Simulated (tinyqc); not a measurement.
Strain-driven roughening and islands of a mismatched epitaxial film: one step, computed by the program tinyqc.

Film and substrate share isotropic elastic constants; the film is coherent and biaxially strained.

Problem. Island nucleation. Shallow faceted island (Tersoff form): E = 4 Gam V^(2/3) tan^(1/3)(theta) - 6 c V tan(theta), Gam = gamma [x/sin(theta) - 1/tan(theta)], x the facet energy over gamma, c = stress^2 (1 - nu)/(2 pi G). The barrier is the maximum of E, at V_c = [4 Gam/(9 c)]^3 / tan^2(theta) (1 GPa nm = 1 J/m^2).

Inputs (values chosen for the exercise, modelled on GaN on AlN):

| quantity | value | unit |
|---|---|---|
| shear modulus G | 121 | GPa |
| Poisson ratio nu | 0.19 | - |
| surface energy gamma | 1.73 | J/m^2 |
| contact angle of the shallow shape theta_1 | 10.5 | degrees |
| contact angle of the steep shape theta_2 | 22.7 | degrees |
| facet energy of shape 1 over gamma | 1.001 | - |
| facet energy of shape 2 over gamma | 1.039 | - |

stress = 8.461635 GPa

Constants: e = 1.602176634e-19 C.

Give: c; Gam of shape 1; critical volume, shape 1; barrier, shape 1; Gam of shape 2; critical volume, shape 2; barrier, shape 2.

Solution.

c = 0.07628 GPa

Gam of shape 1 = 0.1685 J/m^2

critical volume, shape 1 = 27.52 nm^3

barrier, shape 1 = 7.286 eV

Gam of shape 2 = 0.5221 J/m^2

critical volume, shape 2 = 160.8 nm^3

barrier, shape 2 = 96.11 eV

The shallow shape has the lower barrier. Each barrier is a third of the surface term at V_c and scales as Gam^3/c^2, that is as f^(-4).
